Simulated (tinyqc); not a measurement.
Worked calculation: band gaps under pressure and temperature from deformation potentials. Values are carried at full precision from step to step, so a last printed digit may differ when a step is redone from the rounded ones.

Murnaghan: V/V0 = (1 + Bp P/B0)^(-1/Bp), B0 = (C11 + 2 C12)/3. Each gap moves by a ln(V/V0) with its volume potential a, and falls with temperature by aV T^2/(T + bV) (Varshni); the two effects are added. No change of phase is considered.

Values chosen for the exercise (near those of GaAs, the X and L potentials typical of such crystals; not measured data):
- C11 = 119.8 GPa
- C12 = 55.6 GPa
- Bp = 4.46 (pressure derivative of the bulk modulus)
- P = 4 GPa (pressure)
- Eg = 1.497 eV (gap at Gamma to the s-like level at 0 K, 0 GPa)
- EgX = 1.949 eV (gap to X at 0 K, 0 GPa)
- EgL = 1.794 eV (gap to L at 0 K, 0 GPa)
- aG = -8.21 eV (volume potential of the Gamma gap)
- aX = 1.44 eV (volume potential of the X gap)
- aL = -3.13 eV (volume potential of the L gap)
- aV = (0.536, 0.464, 0.588) meV/K (Varshni alpha of Gamma, X, L)
- bV = (204, 188, 211) K (Varshni beta of Gamma, X, L)
- T = 400 K (temperature)
- aT = 5.7 1e-6/K (linear thermal expansion near 300 K)

## Volume under pressure

Give B0, V/V0, ln(V/V0), the change of the lattice constant and the linear estimate -P/B0.

B0 = 77.00 GPa
V/V0 = 0.95435
ln(V/V0) = -0.04672
change of a = -1.545 %
-P/B0 = -0.05195

The stiffening under pressure makes the compression 10.1 % smaller than the linear estimate.

## Gaps at P and T

Give both shifts and the gaps.

pressure shifts (eV): Gamma 0.3836, X -0.0673, L 0.1462

temperature shifts (eV): Gamma -0.1420, X -0.1263, L -0.1540

gaps (eV): Gamma 1.7386, X 1.7555, L 1.7863

The lowest valley is Gamma (direct gap), 17 meV below X; at 0 K and 0 GPa it is Gamma.

## Pressure coefficients

Expand in P: E = E0 + c1 P + c2 P^2 with c1 = -a/B0 and c2 = a Bp/(2 B0^2).

c1 (meV/GPa): Gamma 106.62, X -18.70, L 40.65

c2 (meV/GPa^2): Gamma -3.088, X 0.542, L -1.177

Gamma and L rise under pressure and X falls, as the signs of the volume potentials say.

## Pressures at which the valleys cross

Two gaps meet at ln(V/V0) = -(E_i - E_j)/(a_i - a_j), with the gaps at T and P = 0; then P = (B0/Bp)(exp(-Bp ln(V/V0)) - 1). A dash marks expansion or a compression beyond ln(V/V0) = -0.3.

Crossings:
```
pair     E_i - E_j (eV)  ln(V/V0)  P (GPa)
Gamma-X         -0.4677   -0.0485     4.17
Gamma-L         -0.2850   -0.0561     4.91
L-X             -0.1827   -0.0400     3.37
```

The lowest valley changes at 4.17 GPa (Gamma to X).

## How much of dE/dT is thermal expansion

At 300 K: dE/dT = -aV T (T + 2 bV)/(T + bV)^2; expansion alone gives 3 aT a; the rest is electron-phonon coupling.

dE/dT (meV/K): Gamma -0.4482, X -0.3951, L -0.4877

from expansion (meV/K): Gamma -0.1404, X 0.0246, L -0.0535

remainder (meV/K): Gamma -0.3078, X -0.4198, L -0.4342

Expansion supplies 31 % of the slope at Gamma and 11 % at L; at X it works against the fall.

## Checks

- Slope of the Gamma gap at P = 0 by finite differences against c1 (meV/GPa): both 106.62.

tinyqc: `OMP_NUM_THREADS=1 python tinyqc.py 1080673 1080674 out.jsonl`; about 0.01 s, one thread, shared Intel(R) Xeon(R) Processor @ 2.30GHz.
